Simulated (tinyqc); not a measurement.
# Worked calculation: strained Delta valleys, repopulation and conductivity mass

Computed by the program tinyqc: `OMP_NUM_THREADS=1 python tinyqc.py 2530155 2530156 out.jsonl`, one thread of a shared Intel Xeon 2.30GHz, about 0.01 s for the whole run. Printed values are rounded.

A cubic crystal with three pairs of conduction valleys along x, y and z under uniaxial stress X along [001] (X > 0 is tension); current along [110]. Non-degenerate electrons, fixed total density, one relaxation time for all valleys and stresses, masses unchanged by strain, so the mobility goes as the mean inverse mass.

Values chosen for this exercise; values close to those of silicon:
```
symbol  value   unit                             meaning
T         300      K                         temperature
s11      7.82  1/TPa                          compliance
s12     -2.19  1/TPa                          compliance
s44      12.5  1/TPa                          compliance
Xu       9.18     eV         shear deformation potential
ml      0.943     m0                   longitudinal mass
mt      0.184     m0                     transverse mass
X        -450    MPa  uniaxial stress (tension positive)
```

Constants: q = 1.602176634e-19 C, kB = 1.380649e-23 J/K, Vt = kB T/q. Results are converted to the units shown.

## Strain tensor

Stress s_ij = X a_i a_j with a the unit vector along [001]; strain e_ii = s11 s_ii + s12 (s_jj + s_kk), e_ij = s44 s_ij/2.

strain (%):
```
,x,y,z
x,0.098550,0.000000,0.000000
y,0.000000,0.098550,0.000000
z,0.000000,0.000000,-0.351900
```

## Valley shifts and shares

Valley shift dE = Xu (n.e.n - trace(e)/3) with n the valley axis; share f proportional to exp(-dE/Vt).

```
valley,dE (meV),share f
x,13.7838,0.143869
y,13.7838,0.143869
z,-27.5675,0.712261
```

The splitting is 41.4 meV, 1.6 Vt.

## Conductivity mass and mobility

Inverse mass along the current d = [110]: (n.d)^2/ml + (1 - (n.d)^2)/mt; mu/mu0 = sum f (1/m) over the plain mean of 1/m.

1/m along d, valley x to z (1/m0): [3.24761, 3.24761, 5.43478]
conductivity mass = 0.208097 m0
unstrained value = 0.251467 m0
mu/mu0 = 1.20841

The possible range, all electrons in one kind of valley, is 0.817 to 1.37.
